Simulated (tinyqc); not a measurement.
Inside a calculation. Model: charge control and current of a heterostructure field-effect transistor. Computed by tinyqc, a small Python program that keeps every step. Command: `OMP_NUM_THREADS=1 python tinyqc.py 3005403 3005404 out.jsonl hemt walk`. One thread of a shared host (Intel(R) Xeon(R) Processor @ 2.30GHz), about 0.01 s of CPU time with the checks. Intermediate numbers are printed to about 6 digits and carried at full precision; extremes and crossings named in words are read from the listed rows.

Two subbands in a triangular well; E_F is counted from the conduction band edge of the channel at the interface.

Inputs (values chosen for the exercise, modelled on AlGaN/GaN):

| quantity | value | unit |
|---|---|---|
| channel mass m | 0.19 | m_0 |
| permittivity eps (barrier and channel) | 9.34 | - |
| barrier thickness d | 8.2 | nm |
| Schottky barrier phi_B | 1.2 | eV |
| conduction band offset dE_c | 0.48 | eV |
| polarisation charge sigma/e | 1.6e+13 | 1/cm^2 |
| gate voltage V_G | 0 | V |
| mobility mu | 1300 | cm^2/(V s) |
| saturation velocity v_s | 1.1 | 1e7 cm/s |
| gate length L | 93 | nm |
| source resistance R_S | 0.22 | ohm mm |
| temperature T | 77 | K |
| mixing | 0.5 | - |
| iteration cap | 200 | - |

Charge source: polarisation. Velocity law: smooth.

Constants: e = 1.602176634e-19 C; eps_0 = 8.8541878128e-12 F/m; k_B = 8.617333262e-05 eV/K; hbar = 1.054571817e-34 J s; m_0 = 9.1093837015e-31 kg; k_B = 1.380649e-23 J/K.

## Threshold and barrier capacitance

Threshold V_T = phi_B - dE_c - sigma d/(eps eps_0) (in volts); C_b = eps eps_0/d.

threshold voltage V_T = -1.82184 V

barrier capacitance C_b = 1.00851 microfarad/cm^2

The device is normally on.

## First iteration

Charge control: n_s = C_b (V_G - V_T - E_F/e)/e. Well: mean field F = e n_s/(2 eps eps_0), E_i = (hbar^2/2m)^(1/3) [(3 pi e F/2)(i + 3/4)]^(2/3), i = 0, 1; n_s = D k_B T sum_i ln(1 + exp((E_F - E_i)/k_B T)), D = m/(pi hbar^2), which is solved in closed form for E_F. Iteration from n_s = C_b (V_G - V_T)/(2e): E_F from n_s, n_out from the charge control, n_new = n_s + mixing (n_out - n_s), kept above n_s/10; stop when |n_out/n_s - 1| < 1e-9.

starting n_s = 5.73393e+12 1/cm^2

E_0 = 197.704 meV

E_1 = 347.803 meV

E_F = 269.948 meV

n_out = 9.76863e+12 1/cm^2

## Sheet density

The formulas are those given above.

Course of the iteration:

| iteration | n_s (1/cm^2) | E_F (meV) | \|n_out/n_s - 1\| |
|---|---|---|---|
| 1 | 5.73393e+12 | 269.948 | 7.03654e-01 |
| 2 | 7.75128e+12 | 339.372 | 2.03882e-01 |
| 3 | 8.54145e+12 | 365.488 | 7.32647e-02 |
| 4 | 8.85434e+12 | 375.690 | 2.80851e-02 |
| 5 | 8.97868e+12 | 379.723 | 1.10203e-02 |
| 6 | 9.02816e+12 | 381.325 | 4.36316e-03 |
| 7 | 9.04785e+12 | 381.962 | 1.73355e-03 |
| ... | ... | ... | ... |
| 17 | 9.06088e+12 | 382.384 | 1.73642e-07 |
| 18 | 9.06088e+12 | 382.384 | 6.91501e-08 |
| 19 | 9.06088e+12 | 382.384 | 2.75379e-08 |
| 20 | 9.06088e+12 | 382.384 | 1.09665e-08 |
| 21 | 9.06088e+12 | 382.384 | 4.36724e-09 |
| 22 | 9.06088e+12 | 382.384 | 1.73918e-09 |
| 23 | 9.06088e+12 | 382.384 | 6.92601e-10 |

sheet density n_s = 9.06088e+12 1/cm^2

Converged in 23 iterations.

## Levels and gate capacitance

C_g = e dn_s/dV_G = 1/(1/C_b + 1/C_q), 1/C_q = d(E_F/e)/d(e n_s) by a central difference of +/- 0.1 % in n_s; added distance dd = eps eps_0/C_q.

E_0 = 268.222 meV

E_1 = 471.860 meV

E_F = 382.384 meV

share in the second subband = 8.09109e-06 %

gate capacitance C_g = 0.837961 microfarad/cm^2

added distance dd = 1.66897 nm

C_g is 83 % of C_b: the finite density of states and the rise of E_0 act as 1.7 nm of extra barrier.

## Saturation current

With V = e n_s/C_g and V_c = v_s L/mu: for v = mu F/(1 + mu F/v_s), V_Dsat = V_c (sqrt(1 + 2V/V_c) - 1) and I/W = C_g v_s (V - V_Dsat); g_m = dI/dV; extrinsic g_m/(1 + g_m R_S); f_T = g_m/(2 pi C_g L).

V = 1.73244 V

V_c = 0.0786923 V

V_Dsat = 0.449371 V

saturation current I/W = 1182.67 mA/mm

intrinsic g_m = 784.397 mS/mm

extrinsic g_m = 668.957 mS/mm

intrinsic f_T = 160.195 GHz

V/V_c = 22.02: velocity saturation rules; I is 74 % of e n_s v_s = 1600 mA/mm.

## Gate length

The formulas are those given above.

Scaling; the last columns are v_s/(2 pi L) and mu V/(2 pi L^2):

| L (nm) | I/W (mA/mm) | g_m (mS/mm) | extrinsic g_m (mS/mm) | f_T (GHz) | velocity limit (GHz) | mobility limit (GHz) |
|---|---|---|---|---|---|---|
| 30 | 1345.92 | 843.148 | 711.222 | 5.33800e+02 | 583.568 | 3.98270e+04 |
| 60 | 1254.26 | 810.989 | 688.202 | 2.56720e+02 | 291.784 | 9.95676e+03 |
| 120 | 1135.79 | 766.227 | 655.696 | 1.21275e+02 | 145.892 | 2.48919e+03 |
| 250 | 979.00 | 700.652 | 607.075 | 5.32303e+01 | 70.028 | 5.73509e+02 |
| 500 | 804.67 | 617.693 | 543.795 | 2.34638e+01 | 35.014 | 1.43377e+02 |
| 1000 | 616.35 | 513.390 | 461.289 | 9.75087e+00 | 17.507 | 3.58443e+01 |
| 2000 | 433.69 | 393.738 | 362.350 | 3.73915e+00 | 8.754 | 8.96108e+00 |
| 5000 | 237.08 | 238.312 | 226.440 | 9.05257e-01 | 3.501 | 1.43377e+00 |

f_T scales as L^-1.06 at the short end and L^-1.55 at the long end; the two limits cross at L = mu V/v_s = 2050 nm. g_m tends to C_g v_s = 922 mS/mm, and R_S cuts it by 16 % at the shortest gate. Fringe capacitances and short-channel effects, left out, lower f_T once L is below about ten barrier thicknesses.

Checks made by the program: iterated density against a bracketing root search (relative difference 6e-10).
